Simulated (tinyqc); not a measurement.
Worked calculation: RKS/LDA (PW92) in the sto-3g basis, for BeH2, spin multiplicity 1. One step of it, computed by the program tinyqc.

Problem. Iteration 1: building the Kohn-Sham matrix. J_ij = sum D_kl (ij|kl); F = H + J + V_xc; E = tr D H + tr D J / 2 + E_xc + E_nn.

D at the start, lower triangle:
```
            1Be 1s    1Be 2s   1Be 2px    1Be 2py   1Be 2pz     2H 1s     3H 1s
1Be 1s    2.042348
1Be 2s   -0.179083  0.843388
1Be 2px   0.000000  0.000000  0.000000
1Be 2py  -0.001094  0.004427  0.000000   0.876621
1Be 2pz   0.000000  0.000000  0.000000   0.000000  0.000000
2H 1s    -0.198859  0.484700  0.000000   0.421924  0.000000  0.483784
3H 1s    -0.199290  0.483823  0.000000  -0.421073  0.000000  0.080015  0.486920
```

core Hamiltonian H = T + V (hartree), lower triangle:
```
            1Be 1s     1Be 2s    1Be 2px    1Be 2py    1Be 2pz      2H 1s      3H 1s
1Be 1s   -8.509915
1Be 2s   -2.099075  -2.727732
1Be 2px   0.000000   0.000000  -2.203939
1Be 2py   0.000159   0.001111   0.000000  -2.370928
1Be 2pz   0.000000   0.000000   0.000000   0.000000  -2.203939
2H 1s    -0.287431  -0.870353   0.000000  -0.990442   0.000000  -1.905933
3H 1s    -0.294462  -0.882582   0.000000   1.001416   0.000000  -0.035442  -1.914367
```

Two-electron integrals (ij|kl) in chemists' order, unique and non-zero (hartree):
```
(11|11) 2.298831    (21|11) 0.392036    (21|21) 0.079539    (22|11) 0.570988
(22|21) 0.143041    (22|22) 0.417683    (31|31) 0.014607    (32|31) 0.021888
(32|32) 0.092265    (33|11) 0.569578    (33|21) 0.143083    (33|22) 0.417589
(33|33) 0.449859    (41|41) 0.014607    (42|41) 0.021888    (42|42) 0.092265
(43|43) 0.024249    (44|11) 0.569578    (44|21) 0.143083    (44|22) 0.417589
(44|33) 0.401360    (44|44) 0.449859    (51|51) 0.014607    (52|51) 0.021888
(52|52) 0.092265    (53|53) 0.024249    (54|54) 0.024249    (55|11) 0.569578
(55|21) 0.143083    (55|22) 0.417589    (55|33) 0.401360    (55|44) 0.401360
(55|55) 0.449859    (61|11) 0.052237    (61|21) 0.010592    (61|22) 0.019218
(61|33) 0.019091    (61|41) 0.000933    (61|42) 0.001767    (61|44) 0.019483
(61|55) 0.019091    (61|61) 0.001478    (62|11) 0.148580    (62|21) 0.037883
(62|22) 0.123523    (62|33) 0.118589    (62|41) 0.004904    (62|42) 0.032163
(62|44) 0.133275    (62|55) 0.118589    (62|61) 0.005581    (62|62) 0.058473
(63|31) 0.003173    (63|32) 0.015556    (63|43) 0.005318    (63|63) 0.004799
(64|11) 0.168064    (64|21) 0.043315    (64|22) 0.147730    (64|33) 0.139057
(64|41) 0.007835    (64|42) 0.049591    (64|44) 0.164924    (64|55) 0.139057
(64|61) 0.006612    (64|62) 0.078849    (64|64) 0.108846    (65|51) 0.003173
(65|52) 0.015556    (65|54) 0.005318    (65|65) 0.004799    (66|11) 0.319519
(66|21) 0.082805    (66|22) 0.303830    (66|33) 0.282583    (66|41) 0.011499
(66|42) 0.100564    (66|44) 0.346005    (66|55) 0.282583    (66|61) 0.012386
(66|62) 0.189356    (66|64) 0.269074    (66|66) 0.774606    (71|11) 0.053514
(71|21) 0.010851    (71|22) 0.019688    (71|33) 0.019557    (71|41) -0.000955
(71|42) -0.001810   (71|44) 0.019960    (71|55) 0.019557    (71|61) 0.001384
(71|62) 0.004829    (71|64) 0.005364    (71|66) 0.010508    (71|71) 0.001551
(72|11) 0.150904    (72|21) 0.038470    (72|22) 0.125273    (72|33) 0.120280
(72|41) -0.004983   (72|42) -0.032573   (72|44) 0.135141    (72|55) 0.120280
(72|61) 0.004786    (72|62) 0.028325    (72|64) 0.031599    (72|66) 0.066946
(72|71) 0.005806    (72|72) 0.059889    (73|31) 0.003238    (73|32) 0.015839
(73|43) -0.005399   (73|63) 0.001730    (73|73) 0.004946    (74|11) -0.170219
(74|21) -0.043867   (74|22) -0.149447   (74|33) -0.140664   (74|41) 0.007970
(74|42) 0.050247    (74|44) -0.166857   (74|55) -0.140664   (74|61) -0.005300
(74|62) -0.031489   (74|64) -0.034489   (74|66) -0.074608   (74|71) -0.006863
(74|72) -0.080598   (74|74) 0.111085    (75|51) 0.003238    (75|52) 0.015839
(75|54) -0.005399   (75|65) 0.001730    (75|75) 0.004946    (76|11) 0.005953
(76|21) 0.001473    (76|22) 0.004184    (76|33) 0.004134    (76|41) 8.44e-07
(76|42) 0.000005    (76|44) 0.004282    (76|55) 0.004134    (76|61) 0.000199
(76|62) 0.001267    (76|64) 0.001534    (76|66) 0.003182    (76|71) 0.000203
(76|72) 0.001281    (76|74) -0.001544   (76|76) 0.000042    (77|11) 0.321621
(77|21) 0.083345    (77|22) 0.305400    (77|33) 0.283981    (77|41) -0.011640
(77|42) -0.101305   (77|44) 0.347922    (77|55) 0.283981    (77|61) 0.010319
(77|62) 0.066291    (77|64) 0.074116    (77|66) 0.160695    (77|71) 0.012779
(77|72) 0.191840    (77|74) -0.272174   (77|76) 0.003182    (77|77) 0.774606
```

nuclear repulsion = 2.73188796 hartree

V_xc (hartree), lower triangle:
```
            1Be 1s     1Be 2s    1Be 2px    1Be 2py    1Be 2pz      2H 1s      3H 1s
1Be 1s   -1.435425
1Be 2s   -0.214050  -0.328663
1Be 2px   0.000000   0.000000  -0.299158
1Be 2py  -0.000012   0.000090   0.000000  -0.380618
1Be 2pz   0.000000   0.000000   0.000000   0.000000  -0.299158
2H 1s    -0.028971  -0.121024   0.000000  -0.157891   0.000000  -0.404356
3H 1s    -0.029673  -0.122829   0.000000   0.159985   0.000000  -0.003636  -0.406241
```

E_xc = sum of w rho eps_xc = -3.30558329 hartree

Give: Coulomb J; Kohn-Sham matrix F; total energy of this density.

Solution.

Coulomb J (hartree), lower triangle:
```
         1Be 1s  1Be 2s  1Be 2px  1Be 2py  1Be 2pz  2H 1s  3H 1s
1Be 1s    6.381
1Be 2s    1.238   2.606
1Be 2px   0.000   0.000    2.543
1Be 2py   0.000  -0.001    0.000    2.720
1Be 2pz   0.000   0.000    0.000    0.000    2.543
2H 1s     0.166   0.808    0.000    0.987    0.000  2.166
3H 1s     0.170   0.820    0.000   -0.999    0.000  0.027  2.177
```

Kohn-Sham matrix F (hartree), lower triangle:
```
         1Be 1s  1Be 2s  1Be 2px  1Be 2py  1Be 2pz   2H 1s   3H 1s
1Be 1s   -3.565
1Be 2s   -1.075  -0.451
1Be 2px   0.000   0.000    0.040
1Be 2py   0.000   0.001    0.000   -0.032
1Be 2pz   0.000   0.000    0.000    0.000    0.040
2H 1s    -0.150  -0.183    0.000   -0.161    0.000  -0.144
3H 1s    -0.154  -0.185    0.000    0.162    0.000  -0.012  -0.144
```

total energy of this density = -15.38640 hartree

This density is the starting one.
